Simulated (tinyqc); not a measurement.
One-dimensional ballistic tunnel FET, two-band WKB: effect of the screening length.

A p-type source for x < 0 with its Fermi level at 0 and its valence edge at ds; in the channel the bands fall as D exp(-x/lam) towards their flat values, with the conduction edge at Ec = ds - dP and D = dP + Eg. The gate moves dP one to one. The drain Fermi level lies at -Vd and the drain side reflects nothing. For w = E - Ec between 0 and dP an electron crosses the gap. Two-band dispersion with equal masses m: inside the gap kappa = sqrt(m u (1 - u/Eg)/C), u the distance from a band edge, C = hbar^2/(2 m0).

S(w) = 2 lam int_0^Eg kappa(u) du/(w + Eg - u) = 2 pi lam sqrt(m/(C Eg)) [w + Eg/2 - sqrt(w (w + Eg))], T(w) = exp(-S). I = g (2 q^2/h) int_0^dP T(w) [f(E) - f(E + Vd)] dw, E = ds - dP + w, f(x) = 1/(1 + exp(x/Vt)). Swing = d(dP)/d(log10 I).

Parameters, values chosen for the exercise; band and dielectric values close to those of indium arsenide: temperature T = 350 K; band gap Eg = 0.357 eV; band-edge mass of the two-band model m = 0.026 m0; source valence edge above the source Fermi level ds = 0.13 eV; drain bias Vd = 0.2 V; number of degenerate subbands (spin apart) g = 1; tunnelling window Ev(source) - Ec(channel) dP = 0.24 eV.

Constants: q = 1.602176634e-19 C, kB = 1.380649e-23 J/K, hbar = 1.054571817e-34 J s, h = 6.62607015e-34 J s, m0 = 9.1093837015e-31 kg, Vt = kB T/q, hbar^2/(2 m0) = 0.0380998212 eV nm^2. Results are converted to the units shown.

Effect of the screening length:
```
lam (nm),T(w = dP),I (uA),swing (mV/decade)
1,0.7066,4.110,225.7
2,0.4993,2.092,194.5
3,0.3528,1.103,171.8
4,0.2493,0.5988,154.8
5,0.1762,0.3329,141.5
6,0.1245,0.1888,130.8
7,0.08795,0.1089,122.1
8,0.06215,0.06378,114.9
```

I falls from 4.11 to 0.0638 uA, on average 0.258 decades a nanometre; S is proportional to lam, and at w = dP it gives 0.151. The swing falls from 226 to 115 mV/decade. In 5 of the 8 rows S at w = dP is below 2, where a WKB prefactor of 1 is a rough guess.

tinyqc, about 0.01 s, one thread, Intel Xeon 2.30GHz (shared host): `OMP_NUM_THREADS=1 python tinyqc.py 2620098 2620099 out.jsonl`
